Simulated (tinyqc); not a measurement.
# Fully depleted semiconductor-on-insulator film with two gates, non-linear Poisson equation by Newton steps: effects of single changes

One dimension across the film, front interface at x = 0, back interface at x = ts. psi is counted from the intrinsic level, n = ni exp(psi/Vt) (source grounded), holes neglected, acceptors ionised. Gates act through Cox = eps0 eox/tox and Cbox = 3.9 eps0/tb with potentials G1 = Vg - (phiM - chi - Vt ln(Nc/ni)) and G2 = Vb - (phiB - chi - Vt ln(Nc/ni)). Classical Boltzmann densities, no interface charge, no depletion in the back plane.

Parameters, values chosen for the exercise; band and dielectric values close to those of silicon: temperature T = 300 K; band gap Eg = 1.11 eV; relative permittivity eps_r = 11.8; conduction-band density of states at T Nc = 2.84e19 cm^-3; valence-band density of states at T Nv = 2.64e19 cm^-3; electron affinity chi = 3.99 eV; relative permittivity of the gate insulator (close to silicon dioxide) eox = 3.9; insulator thickness tox = 4.4 nm; film thickness ts = 9.9 nm; buried-oxide thickness (eps_r 3.9) tb = 38 nm; acceptor density of the film Na = 1.3e17 cm^-3; work function of the front gate phiM = 4.39 eV; work function of the back plane phiB = 4.04 eV; back-gate voltage Vb = 0 V.

Constants: q = 1.602176634e-19 C, kB = 1.380649e-23 J/K, Vt = kB T/q, eps0 = 8.8541878128e-14 F/cm where lengths are in cm. Results are converted to the units shown.

Each table varies one quantity; the others keep the values above.

## Charge against front-gate voltage

ni = sqrt(Nc Nv) exp(-Eg/(2 Vt)), Eg in volts. The Poisson equation eps0 eps_r d2psi/dx2 = q (n + Na), with -eps0 eps_r dpsi/dx = Cox (G1 - psi) at x = 0 and eps0 eps_r dpsi/dx = Cbox (G2 - psi) at x = ts, is solved on 300 equal intervals with half boxes at both ends; N_inv is the trapezoid sum of n. Swing = ln 10/(d ln N_inv/dVg); the last column is (dN_inv/dVb)/(dN_inv/dVg).

Charge against front-gate voltage:

| Vg (V) | psi front (V) | psi back (V) | N_inv (cm^-2) | centroid/ts | swing (mV/decade) | q dN_inv/dVg over Cox | back/front leverage |
|---|---|---|---|---|---|---|---|
| -0.1 | 0.0765 | 0.102 | 3.94e5 | 0.581 | 69.1 | 2.68e-6 | 0.160 |
| 0.05 | 0.212 | 0.226 | 5.89e7 | 0.547 | 68.9 | 4.02e-4 | 0.157 |
| 0.2 | 0.346 | 0.349 | 8.34e9 | 0.510 | 73.5 | 0.0534 | 0.153 |
| 0.35 | 0.443 | 0.426 | 2.23e11 | 0.441 | 191 | 0.549 | 0.144 |
| 0.5 | 0.489 | 0.446 | 7.22e11 | 0.355 | 442 | 0.767 | 0.133 |
| 0.65 | 0.516 | 0.453 | 1.32e12 | 0.292 | 730 | 0.849 | 0.126 |
| 0.8 | 0.535 | 0.456 | 1.96e12 | 0.248 | 1.03e3 | 0.890 | 0.123 |
| 0.95 | 0.550 | 0.458 | 2.62e12 | 0.216 | 1.35e3 | 0.915 | 0.120 |
| 1.1 | 0.561 | 0.459 | 3.30e12 | 0.192 | 1.67e3 | 0.930 | 0.119 |

What does the comparison show?

N_inv passes 1e11 cm^-2 at Vg = 0.297 V. The swing starts at 69.1 mV a decade, against (1 + k) Vt ln 10 = 65.9 for a front channel with k = Cs Cbox/(Cox (Cs + Cbox)) = 0.107, Cs = eps0 eps_r/ts; above threshold this column is no longer a subthreshold swing. The centroid falls from 0.581 to 0.192 of ts and the leverage of the back gate falls from 0.160 to 0.119. For Vg = 0.8, 0.95, 1.1 the density at an interface exceeds 0.3 Nc, where Boltzmann statistics fail. For Vg = 0.65, 0.8, 0.95, 1.1 the classical centroid lies within 3 nm of an interface, where confinement, left out, would push it away.

## Threshold and coupling against the acceptor density of the film

VT is the Vg for N_inv = 1e11 cm^-2; -dVT/dVb from the linearised equation. Limits with Cs = eps0 eps_r/ts: front channel Cs Cbox/(Cox (Cs + Cbox)), back channel Cbox (Cox + Cs)/(Cox Cs). Swing at N_inv = 1e8 cm^-2.

The same in every row: front-channel limit = 0.107; back-channel limit = 0.202.

Results:

| Na (cm^-3) | VT (V) | centroid/ts at VT | -dVT/dVb | swing (mV/decade) |
|---|---|---|---|---|
| 1e15 | 0.265 | 0.501 | 0.151 | 69.1 |
| 3e15 | 0.265 | 0.501 | 0.151 | 69.1 |
| 9e15 | 0.267 | 0.500 | 0.151 | 69.1 |
| 3e16 | 0.272 | 0.495 | 0.150 | 69.0 |
| 8e16 | 0.284 | 0.483 | 0.149 | 69.0 |
| 7e17 | 0.432 | 0.334 | 0.136 | 68.1 |
| 2e18 | 0.718 | 0.126 | 0.118 | 66.7 |

Estimate the missing row, Na = 2e17 cm^-3.

Computed row:

| Na (cm^-3) | VT (V) | centroid/ts at VT | -dVT/dVb | swing (mV/decade) |
|---|---|---|---|---|
| 2e17 | 0.314 | 0.455 | 0.146 | 68.8 |

With this row back in the table: As Na goes from 1e15 to 2e18, VT rises from 0.265 to 0.718 V, the centroid falls from 0.501 to 0.126 of ts and -dVT/dVb falls from 0.151 to 0.118. The coupling covers 46.3 % of the way from the front-channel to the back-channel limit in the first row and 11.6 % in the last.

Program tinyqc, `OMP_NUM_THREADS=1 python tinyqc.py 2190162 2190163 out.jsonl`; Intel Xeon 2.30GHz, shared host, one thread, about 0.4 s.
